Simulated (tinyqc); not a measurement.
Nanosheet or nanowire with hard walls, valleys of the Si type: one step. Valley masses for a [110] channel. Two cases, with inputs chosen for the exercise.

Problem. Rotate w into the device axes and group equal valleys (|w_yz| counts); order by w_zz, then w_yy. 1/m_x = w_xx - w_xc w_c^-1 w_cx with c the block (y, z).

Six ellipsoidal valleys along the cube axes: inverse mass tensor w = 1/mt + (1/ml - 1/mt) a a^T with a the unit axis. Device axes: x along the channel, z = [001], y = z x x.

Give: Valleys.

Case 1.

Values chosen (out of a larger set: near those of Si; not measured data): ml = 0.901 m0 (longitudinal mass); mt = 0.187 m0 (transverse mass); channel = 110 (transport direction x on a (001) wafer).

Solution.

Valleys:

| group | valleys g | w_yy | w_zz | \|w_yz\| | m_x (m0) |
|---|---|---|---|---|---|
| A | 2 | 5.3476 | 1.1099 | 0.0000 | 0.1870 |
| B | 4 | 3.2287 | 5.3476 | 0.0000 | 0.5440 |

The lightest transport mass, 0.187 m0, belongs to group A.

Case 2.

Values chosen (out of a larger set: near those of Si; not measured data): ml = 0.932 m0 (longitudinal mass); mt = 0.192 m0 (transverse mass); channel = 110 (transport direction x on a (001) wafer).

Solution.

Valleys:

| group | valleys g | w_yy | w_zz | \|w_yz\| | m_x (m0) |
|---|---|---|---|---|---|
| A | 2 | 5.2083 | 1.0730 | 0.0000 | 0.1920 |
| B | 4 | 3.1406 | 5.2083 | 0.0000 | 0.5620 |

The lightest transport mass, 0.192 m0, belongs to group A.

Computed by tinyqc, one run a case: `OMP_NUM_THREADS=1 python tinyqc.py N N+1 out.jsonl` with N = 1250701, 1251194; one thread of a shared Intel(R) Xeon(R) Processor @ 2.30GHz, about 0.03 s a run at most.
